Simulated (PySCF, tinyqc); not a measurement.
Coupled-perturbed Hartree-Fock on RHF in the sto-6g basis, for Be, spin multiplicity 1, step by step. The lowest restricted solution is unstable here: a spin-polarised one lies 0.0017 hartree lower (PySCF). One step of it, computed by the program tinyqc.

Problem. Coupled step 1. U_ai = -(mu_ai + sum_bj [4 (ai|bj) - (ab|ij) - (aj|bi)] U_bj) / (e_a - e_i); alpha = -4 sum U_ai mu_ai.

uncoupled U:
```
           i1         i2
a3   0.000000   0.000000
a4   0.000000   0.000000
a5  -0.029909  -2.678574
```

dipole integrals <a|z|i> (bohr):
```
          i1        i2
a3  0.000000  0.000000
a4  0.000000  0.000000
a5  0.142410  1.263733
```

orbital energies (hartree): MO1 -4.541835, MO2 -0.252096, MO3 0.219697, MO4 0.219697, MO5 0.219697

Two-electron integrals over orbitals (pq|rs), unique and non-zero (hartree):
```
(11|11) 2.283826    (21|11) -0.258589   (21|21) 0.047031    (22|11) 0.580031
(22|21) -0.015149   (22|22) 0.405613    (31|31) 0.015908    (32|31) 0.020487
(32|32) 0.086861    (33|11) 0.570096    (33|21) -0.008475   (33|22) 0.410497
(33|33) 0.450117    (41|41) 0.015908    (42|41) 0.020487    (42|42) 0.086861
(43|43) 0.024258    (44|11) 0.570096    (44|21) -0.008475   (44|22) 0.410497
(44|33) 0.401601    (44|44) 0.450117    (51|51) 0.015908    (52|51) 0.020487
(52|52) 0.086861    (53|53) 0.024258    (54|54) 0.024258    (55|11) 0.570096
(55|21) -0.008475   (55|22) 0.410497    (55|33) 0.401601    (55|44) 0.401601
(55|55) 0.450117
```

Give: U after step 1; polarisability.

Solution.

U after step 1:
```
       i1      i2
a3  0.000   0.000
a4  0.000   0.000
a5  0.006  -3.525
```

polarisability = 17.816 bohr^3
